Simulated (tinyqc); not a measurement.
Inside a calculation. Method: tight binding, honeycomb lattice. One step of it, computed by the program tinyqc.

Question. Levels at k. Diagonalise the Hermitian matrix.

H(k) at k (eV):
```
                     A                    B
A            -0.158174  -6.345060+1.738763i
B  -6.345060-1.738763i            -0.158174
```

Give: eigenvalues; weights |c|^2 of the basis functions.

Answer.

eigenvalues (eV): -6.7372  6.4208

weights |c|^2 of the basis functions:
```
   band 1  band 2
A  0.5000  0.5000
B  0.5000  0.5000
```
